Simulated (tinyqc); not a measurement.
Static constant against the gap: interband optics of a two-band s-p chain from momentum matrix elements.

H(k) = [[Es - 2 ts cos ka, 2i V sin ka], [-2i V sin ka, Ep_ + 2 tp cos ka]] in the basis s, p; the lower band is full, with two electrons a cell. The velocity operator times hbar is W = dH/dk (eV angstrom); intra-atomic dipoles are left out.

With w(k) = |<c|W|v>|^2 and D(k) = Ec - Ev, on the mesh k_j = (j + 1/2)/N (2 pi/a): eps(E) = 1 + (8 pi e2/(a Ar)) mean_j (w/D^2) [1/(D - E - i eta) + 1/(D + E + i eta)], e2 = e^2/(4 pi eps0); light polarised along the chains, no local fields.

Constants: e^2/(4 pi eps0) = 14.39964547 eV angstrom; hbar^2/2m0 = 3.80998211 eV angstrom^2.

Inputs chosen for the exercise:
```
symbol  value  unit        meaning
a       2.41   angstrom    period
Ep_     -3.25  eV          lower orbital (p)
ts      0.52   eV          s-s hopping
tp      0.22   eV          p-p hopping
V       1.47   eV          s-p hopping
Ar      11.5   angstrom^2  cross-section per chain
```

Es takes the values listed; mesh of 400 points; the Penn-type estimate is 1 + 8 pi c e2 n_eff/(a Ar Dm^2) with Dm the f-weighted mean of D, f = w/(c D), n_eff = 2 mean(f), c = hbar^2/2m0.

Results:
```
Es (eV)  smallest D (eV)  Dm (eV)  n_eff  eps(0)  estimate
2.81               4.580    6.498  1.710   3.379     3.015
3.11               4.880    6.788  1.658   3.078     2.790
3.61               5.380    7.273  1.576   2.682     2.482
4.11               5.880    7.757  1.501   2.383     2.241
5.11               6.880    8.727  1.367   1.969     1.893
6.11               7.880    9.700  1.252   1.705     1.662
8.11               9.880   11.655  1.067   1.408     1.391
```

What can be read from this table?

eps(0) - 1 falls from 2.379 to 0.408, as Dm^-3.02; a fixed n_eff would give the power -2, and n_eff goes from 1.710 to 1.067. The single-gap estimate is low by 15.3 % of eps(0) - 1 in the first row and 4.1 % in the last, since 1/D^2 favours the smallest separations. n_eff need not equal the 2 electrons of the cell: a two-orbital basis with chosen hoppings does not obey the free-electron sum rule.

Run: tinyqc, `OMP_NUM_THREADS=1 python tinyqc.py 1680455 1680456 out.jsonl`; Intel(R) Xeon(R) Processor @ 2.30GHz, one thread, shared host; about 0.01 s of CPU time with all checks.
